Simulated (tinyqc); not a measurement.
What moves the results: quaternary alloy A(x)B(1-x)C(y)D(1-y) matched to a substrate. A value that a table varies takes the place of the one given here.

Q(x,y) = x y Q_AC + x (1 - y) Q_AD + (1 - x) y Q_BC + (1 - x)(1 - y) Q_BD for the lattice constant. Gap, rule 1: Q(x,y) - x (1 - x)[y C_ABC + (1 - y) C_ABD] - y (1 - y)[x C_ACD + (1 - x) C_BCD]. Rule 2 (mean of ternaries): {x (1 - x)[y T_ABC(x) + (1 - y) T_ABD(x)] + y (1 - y)[x T_ACD(y) + (1 - x) T_BCD(y)]}/{x (1 - x) + y (1 - y)}, T_ABC(x) = x E_AC + (1 - x) E_BC - C_ABC x (1 - x), T_ACD(y) = y E_AC + (1 - y) E_AD - C_ACD y (1 - y), and alike. Only the Gamma valley is followed.

Matching a(x,y) = a_s gives x = (a_s - y a_BC - (1 - y) a_BD)/(y (a_AC - a_BC) + (1 - y)(a_AD - a_BD)).
Constants: hc = 1239.841984 eV nm.

Inputs chosen for the exercise (AC, AD, BC, BD near GaAs, GaP, InAs and InP; substrate near InP; shifted at random, so the results belong to these values and not to a real crystal): a = (5.647, 5.446, 6.053, 5.869) angstrom (lattice constants of AC, AD, BC, BD); Eg = (1.505, 2.9, 0.414, 1.428) eV (gaps at Gamma of AC, AD, BC, BD); Cb = (0.508, 0.675, 0.17, 0.108) eV (bowing of ABC, ABD, ACD, BCD); a_s = 5.869 angstrom (substrate); y = 0.72 (fraction of C).

## Along the matched line

x follows from y.

Results:
```
y,x,bilinear (eV),rule 1 (eV),rule 2 (eV),wavelength 1 (nm),wavelength 2 (nm)
0.03,0.0131,1.4167,1.4049,1.4118,883,878
0.15,0.0656,1.3688,1.3146,1.3462,943,921
0.27,0.1187,1.3168,1.2281,1.2791,1010,969
0.39,0.1723,1.2606,1.1454,1.2104,1082,1024
0.51,0.2265,1.2002,1.0664,1.1397,1163,1088
0.63,0.2812,1.1356,0.9912,1.0664,1251,1163
0.75,0.3364,1.0665,0.9197,0.9888,1348,1254
0.87,0.3922,0.9931,0.8518,0.9026,1455,1374
0.99,0.4485,0.9151,0.7877,0.7939,1574,1562
```

What does this show, and why?

The matched alloys span 0.788 to 1.405 eV by rule 1, monotonically in y. Along the line dx/dy is +0.438 between the first two rows and +0.469 between the last two. In energy the two rules differ most at y = 0.63, by 75 meV (88 nm there), which measures how far the ternary data leave the interior open. Miscibility gaps are not considered.

## What each parameter does

x is matched anew each time. Each row changes one parameter from the base and keeps the others.

Results:
```
case,x,rule 1 (eV),rule 2 (eV)
base,0.3225,0.9372,1.0088
y = 0.73,0.3271,0.9313,1.0022
a_s = 5.873 angstrom,0.3128,0.9276,0.9986
"Cb = (0.61, 0.81, 0.204, 0.13) eV",0.3225,0.9077,0.9936
"Eg = (1.555, 2.9, 0.414, 1.428) eV",0.3225,0.9488,1.0204
"a = (5.657, 5.446, 6.053, 5.869) angstrom",0.3283,0.9429,1.0148
```

What can be read from the table?

The largest shifts from the base row, up to three for each result and ties (the steps differ in size, so this ranks the rows, not the parameters). x: a_s -0.0097, a +0.0058, y +0.0046; unchanged at the printed digits by Cb and Eg. rule 1 (eV): Cb -0.0295, Eg +0.0116, a_s -0.0096. rule 2 (eV): Cb -0.0151, Eg +0.0116, a_s -0.0102.

Computed by tinyqc, a small Python program: `OMP_NUM_THREADS=1 python tinyqc.py 1080420 1080421 out.jsonl` (the numbers bound the seed that draws the inputs); one thread of a shared host (Intel(R) Xeon(R) Processor @ 2.30GHz), about 0.01 s for the whole set of steps.
